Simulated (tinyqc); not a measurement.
Worked calculation: harmonic frequencies on the RHF/sto-3g surface (energies and gradients from PySCF), for H2, spin multiplicity 1. Computed by tinyqc, a small Python program that keeps every step (integrals from PySCF). Settings: charge = 0, multiplicity = 1, basis = sto-3g, delta = 0.01. Command: `OMP_NUM_THREADS=1 python tinyqc.py 24405 24406 out.jsonl` (the two numbers bound the seeds that draw the settings). One thread of a shared host (Intel(R) Xeon(R) Processor @ 2.60GHz), about 0.4 s of CPU time with the checks.

## One row of the Hessian: 1Hz

optimised positions (bohr):
```
           x         y          z
1H  0.000000  0.000000  -0.003996
2H  0.000000  0.000000   1.341922
```

gradient at +delta (hartree/bohr):
```
             x           y            z
1H  0.00000000  0.00000000   0.00582265
2H  0.00000000  0.00000000  -0.00582265
```

gradient at -delta (hartree/bohr):
```
             x           y            z
1H  0.00000000  0.00000000  -0.00563805
2H  0.00000000  0.00000000   0.00563805
```

Displace 1Hz by +/-0.01 bohr; H(k, :) = (g(+) - g(-)) / (2 delta).

row of the Hessian (hartree/bohr^2): 1Hx 0.00000000, 1Hy 0.00000000, 1Hz 0.57303501, 2Hx 0.00000000, 2Hy 0.00000000, 2Hz -0.57303501

## Hessian by finite differences

All rows are made in the same way, and the matrix is symmetrised.

Hessian (symmetrised) (hartree/bohr^2), lower triangle:
```
             1Hx          1Hy          1Hz         2Hx         2Hy         2Hz
1Hx   0.00001533
1Hy   0.00000000   0.00001533
1Hz   0.00000000   0.00000000   0.57303501
2Hx  -0.00001533   0.00000000   0.00000000  0.00001533
2Hy   0.00000000  -0.00001533   0.00000000  0.00000000  0.00001533
2Hz   0.00000000   0.00000000  -0.57303501  0.00000000  0.00000000  0.57303501
```

## Normal modes

masses (u): 1H 1.007825, 2H 1.007825

Diagonalise H_ij / sqrt(m_i m_j); the 5 smallest eigenvalues belong to translations and rotations; wavenumber = sqrt(eigenvalue / 1822.888) x 219474.63; each mode has its largest component positive (the first on a tie); zero-point energy = sum of wavenumbers / 2, with 349.755 1/cm per kcal/mol.

eigenvalues of the mass-weighted Hessian (hartree/(bohr^2 u)): 0.000000  0.000000  0.000000  0.000030  0.000030  1.137172

harmonic wavenumbers of the vibrations (1/cm): 5481.7

mass-weighted modes:
```
        mode 1
1Hx   0.000000
1Hy   0.000000
1Hz   0.707107
2Hx   0.000000
2Hy   0.000000
2Hz  -0.707107
```

zero-point energy = 7.836520 kcal/mol
